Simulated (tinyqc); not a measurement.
# p-type polysilicon, carrier trapping at grain boundaries, step by step

tinyqc, about 0.01 s, one thread, Intel Xeon 2.30GHz (shared host): `OMP_NUM_THREADS=1 python tinyqc.py 2830065 2830066 out.jsonl` Printed values are rounded.

One-dimensional grains of size Lg, uniform ionised doping N, monovalent traps Qt at each boundary at a depth Et below (for electrons) or above (for holes) the band edge there, abrupt depletion of width W on each side of a boundary, Boltzmann statistics. xi is the distance from the band edge at the grain centre to the Fermi level. Trapped charge Qt/(1 + exp((xi + VB - Et)/Vt)) = 2 N W, barrier VB = q N W^2/(2 eps0 eps_r).

Values chosen for this exercise; values of the order met in polycrystalline silicon: temperature T = 400 K; relative permittivity eps_r = 11.7; valence-band density of states at T NB = 4.08e19 cm^-3; grain size Lg = 180 nm; trap density of a grain boundary Qt = 8e11 cm^-2; depth of the trap level from the majority band edge at the boundary Et = 0.43 eV; mass for thermionic emission ms = 0.35 m0; correction factor of the emission rate fe = 0.12; mobility inside the grains mug = 84 cm^2/(V s); doping N = 2.6e17 cm^-3.

Constants: q = 1.602176634e-19 C, kB = 1.380649e-23 J/K, m0 = 9.1093837015e-31 kg, Vt = kB T/q, eps0 = 8.8541878128e-14 F/cm where lengths are in cm. Results are converted to the units shown.

## Starting value

W = 9.2 nm.

W at the start = 9.2 nm

## Iteration 1: new W

Partly depleted grain, xi = Vt ln(NB/N): f = 1/(1 + exp((xi + VB - Et)/Vt)), g = Qt f - 2 N W, g' = -2 Qt f (1 - f) VB/(W Vt) - 2 N, W(new) = W - g/g'.

VB = 0.0170175 V
f = 0.999018
g = 3.20815e11 cm^-2
g' = -5.20842e10 cm^-2/nm
W after iteration 1 = 15.3595 nm

## Iteration 2: new W

As before.

VB = 0.0474325 V
f = 0.997631
g = -5.91169e8 cm^-2
g' = -5.23387e10 cm^-2/nm
W after iteration 2 = 15.3482 nm

## Iteration 3: new W

As before.

VB = 0.0473627 V
f = 0.997636
g = -5254.89 cm^-2
g' = -5.23378e10 cm^-2/nm
W after iteration 3 = 15.3482 nm

## Course of the iteration

Stop when the step is below 1e-10 nm, or after 40 iterations.

Course of the iteration:
```
iteration  W before the step (nm)  step (nm)
1                             9.2       6.16
2                         15.3595    -0.0113
3                         15.3482   -1.00e-7
4                         15.3482    < 1e-12
```

Converged in 4 iterations.

## Depletion width, Fermi level and barrier

If the trap equation with xi = Vt ln(NB/N) has a root W < Lg/2, the grain is partly depleted; otherwise W = Lg/2 and the trap equation gives xi = Et - VB + Vt ln(Qt/(N Lg) - 1). N* = Qt/Lg.

N* = 4.44444e16 cm^-3
W = 15.3482 nm
xi = 0.174269 V
VB = 0.0473627 V
share of traps filled = 0.997636

N is 5.85 N*, and the grain is partly depleted; VB = 1.37 Vt.

## Resistivity and effective mobility

n0 = NB exp(-xi/Vt); mean density n0 (1 - 2 W/Lg) by charge balance in a partly depleted grain, and n0 (sqrt(pi)/2) erf(u)/u with u = sqrt(VB/Vt) in a fully depleted one; v = sqrt(kB T/(2 pi ms m0)); barrier resistivity Vt exp(VB/Vt)/(q fe n0 v Lg); grain resistivity (1 - 2 W/Lg)/(q n0 mug); effective mobility 1/(q mean density total resistivity).

n0 = 2.6e17 cm^-3
mean density = 2.15661e17 cm^-3
v = 5.25053e6 cm/s
barrier resistivity = 0.288294 ohm cm
grain resistivity = 0.237047 ohm cm
resistivity = 0.525341 ohm cm
effective mobility = 55.0905 cm^2/(V s)

The resistivity is 1.84 times that of a single crystal with the same N and mobility mug, and the mean density is 82.9 % of N.
